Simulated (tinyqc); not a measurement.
# From electron level before the anneal back to conduction offset V_c

Model: interdiffusion of a quantum well during annealing: blurred potential and shift of the confined levels. Computed by tinyqc, a small Python program. Command: `OMP_NUM_THREADS=1 python tinyqc.py 3020143 3020144 out.jsonl qwi inv`. One thread of a shared host (Intel(R) Xeon(R) Processor @ 2.30GHz), about 0.02 s of CPU time with the checks.

A square well of width w is blurred by Fick diffusion with a constant coefficient; band offsets are linear in composition, masses are uniform, and strain and excitons are ignored.

Inputs (values chosen for the exercise, modelled on SiGe in silicon (holes and electrons as a model)):
```
quantity            value  unit
well width w          5.1    nm
electron mass m_e   0.184   m_0
hole mass m_h       0.275   m_0
valence offset V_v   0.26    eV
```

Constants: hbar^2/(2 m_0) = 3.80998212 eV angstrom^2.

Method. Square well, ground state: take the lowest root of k tan(k w/2) = kappa, k^2 = E/c, kappa^2 = (V - E)/c, c = hbar^2/(2m) with hbar^2/(2 m_0) in eV angstrom^2.

Question. A run gave the result below. Find the conduction offset V_c, known to lie between 0.021 and 0.04 eV.

electron level before the anneal = 17.62008 meV

Answer.

Each step takes the trial c = (a f_b - b f_a)/(f_b - f_a), f being the result less the target and a, b, c the logarithms of the listed values; c replaces end b, the old b replaces a if the sign of f changed, and otherwise f_a is halved.

Scan of the range:
```
conduction offset V_c (eV)  electron level before the anneal (meV)
0.0210                                                     13.3565
0.0234                                                     14.3480
0.0260                                                     15.3536
0.0290                                                     16.4361
0.0323                                                     17.5427
0.0359                                                     18.6625
0.0400                                                     19.8415
```

False position (Illinois rule, in the logarithm of the input) inside the bracket:
```
step      end a      end b      trial  electron level before the anneal (meV)
1     0.0323000  0.0359000  0.0325366                                 17.6190
2     0.0359000  0.0325366  0.0325400                                 17.6201
3     0.0359000  0.0325400  0.0325400                                 17.6201
4     0.0325400  0.0325400  0.0325400                                 17.6201
```

Electron level before the anneal rises at every point of a 13-point scan of the range (every second point is shown), so one value fits; it is bracketed by 0.0323 and 0.0359. Answer: conduction offset V_c = 0.03254 eV.

Caution: the well mass is used in the barriers too; a heavier barrier mass would lower these levels.
